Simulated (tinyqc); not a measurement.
Schottky barrier on an n-type semiconductor with a doping step, non-linear Poisson equation by Newton steps: two steps of the calculation.

One dimension, metal at x = 0, donor density C(x) = N1 for x < x1 and Nd beyond. Energies are counted from the electron Fermi level of the semiconductor and the conduction-band edge is Ec = -psi, so n = Nc exp(psi/Vt); holes follow the Fermi level of the metal, at -V, so p = Nv exp((V - psi - Eg)/Vt). Ends: psi(0) = V - phiB and psi = Vt ln(Nd/Nc) deep inside. Boltzmann statistics, full ionisation, no current, no image force in the Poisson equation.

Parameters, values chosen for the exercise; band and dielectric values close to those of gallium arsenide:

| symbol | value | unit | meaning |
|---|---|---|---|
| T | 300 | K | temperature |
| Eg | 1.4 | eV | band gap |
| eps_r | 13 |  | relative permittivity |
| Nc | 4.34e17 | cm^-3 | conduction-band density of states at T |
| Nv | 9.13e18 | cm^-3 | valence-band density of states at T |
| Nd | 3.2e15 | cm^-3 | donor density deep in the semiconductor |
| phiB | 0.58 | eV | barrier height |
| V | 0 | V | bias of the metal against the semiconductor |

Constants: q = 1.602176634e-19 C, kB = 1.380649e-23 J/K, Vt = kB T/q, eps0 = 8.8541878128e-14 F/cm where lengths are in cm. Results are converted to the units shown.

Task 1. End potentials, built-in voltage, Debye length. psi_0 = V - phiB, psi_b = Vt ln(Nd/Nc), Vbi = phiB - Vt ln(Nc/Nd), LD = sqrt(eps0 eps_r Vt/(q Nd)), W = sqrt(2 eps0 eps_r (Vbi - V)/(q Nd)), hole density at the metal p_0 = Nv exp((phiB - Eg)/Vt).

Give: psi_0; psi_b; Vbi; LD; W for uniform Nd; p_0.

Result 1.

psi_0 = -0.58000 V
psi_b = -0.12693 V
Vbi = 0.45307 V
LD = 76.184 nm
W for uniform Nd = 451.04 nm
p_0 = 1.5314e5 cm^-3

The hole density at the metal is 4.8e-11 times Nd, so holes hardly matter.

Task 2. Converged densities, field and barrier lowering. n and p as above; E_i = -(psi_(i+1) - psi_i)/h_i; at the metal |E_0| = |E on interval 0| + q rho_0 (h_0/2)/(eps0 eps_r), rho_0 = p_0 - n_0 + C_0; image-force lowering dphi = sqrt(q |E_0|/(4 pi eps0 eps_r)).

```
node  x (nm)  converged psi (V)  donor density C (cm^-3)
0          0        -0.58000000                   1.6e16
1         53        -0.36817651                   1.6e16
2        113        -0.20387344                   1.6e16
3        180        -0.11418722                   1.6e16
4        257        -0.09415810                   1.6e16
5        343        -0.11697309                   3.2e15
6        441        -0.12410218                   3.2e15
7        551        -0.12621287                   3.2e15
8        675        -0.12677303                   3.2e15
9        816        -0.12690132                   3.2e15
10       974        -0.12692595                   3.2e15
11      1150        -0.12692996                   3.2e15
12      1360        -0.12693051                   3.2e15
13      1580        -0.12693057                   3.2e15
```

Give: n; p; field E; |E_0| at the metal; image-force lowering.

Result 2.

```
node  n (cm^-3)  p (cm^-3)
0       7.833e7    1.531e5
1      2.834e11      42.33
2      1.631e14    0.07352
3      5.239e15   0.002290
4      1.137e16   0.001055
5      4.704e15   0.002550
6      3.570e15   0.003360
7      3.290e15   0.003646
8      3.220e15   0.003726
9      3.204e15   0.003744
10     3.201e15   0.003748
11     3.200e15   0.003748
12     3.200e15   0.003748
13     3.200e15   0.003748
```

field E, interval 0 to 12 (kV/cm): -39.97  -27.38  -13.39  -2.60  2.65  0.73  0.19  0.05  0.01  0.00  0.00  0.00  0.00
|E_0| at the metal = 45.87 kV/cm
image-force lowering = 22.54 mV

Computed by the program tinyqc: `OMP_NUM_THREADS=1 python tinyqc.py 2020090 2020091 out.jsonl`, one thread of a shared Intel Xeon 2.30GHz, about 0.07 s for the whole run.
